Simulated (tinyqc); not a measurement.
RHF in the sto-3g basis, for H3+, spin multiplicity 1, step by step. One step of it, computed by the program tinyqc.

Problem. Iteration 2: building the Fock matrix. J_ij = sum D_kl (ij|kl), K_ij = sum D_kl (ik|jl); F = H + J - 0.5 K; E = tr D H + tr D J / 2 - 0.25 tr D K + E_nn.

D after iteration 1:
```
          1H 1s     2H 1s     3H 1s
1H 1s  0.227285  0.265801  0.331410
2H 1s  0.265801  0.314143  0.398101
3H 1s  0.331410  0.398101  0.516844
```

core Hamiltonian H = T + V (hartree):
```
           1H 1s      2H 1s      3H 1s
1H 1s  -1.472726  -0.958920  -0.878923
2H 1s  -0.958920  -1.472726  -0.878923
3H 1s  -0.878923  -0.878923  -1.440341
```

Two-electron integrals (ij|kl) in chemists' order, unique and non-zero (hartree):
```
(11|11) 0.774606   (21|11) 0.315827   (21|21) 0.163757   (22|11) 0.482626
(22|21) 0.315827   (22|22) 0.774606   (31|11) 0.282226   (31|21) 0.132394
(31|22) 0.228596   (31|31) 0.134355   (32|11) 0.228596   (32|21) 0.132394
(32|22) 0.282226   (32|31) 0.121741   (32|32) 0.134355   (33|11) 0.458767
(33|21) 0.241860   (33|22) 0.458767   (33|31) 0.282226   (33|32) 0.282226
(33|33) 0.774606
```

nuclear repulsion = 1.53461902 hartree

Give: Coulomb J; exchange K; Fock matrix F; total energy of this density.

Solution.

Coulomb J (hartree):
```
       1H 1s  2H 1s  3H 1s
1H 1s  1.102  0.576  0.538
2H 1s  0.576  1.134  0.545
3H 1s  0.538  0.545  1.189
```

exchange K (hartree):
```
       1H 1s  2H 1s  3H 1s
1H 1s  0.757  0.669  0.689
2H 1s  0.669  0.830  0.717
3H 1s  0.689  0.717  0.950
```

Fock matrix F (hartree):
```
        1H 1s   2H 1s   3H 1s
1H 1s  -0.750  -0.717  -0.685
2H 1s  -0.717  -0.754  -0.693
3H 1s  -0.685  -0.693  -0.726
```

total energy of this density = -1.21714 hartree

This density is a damped mixture and is not idempotent.
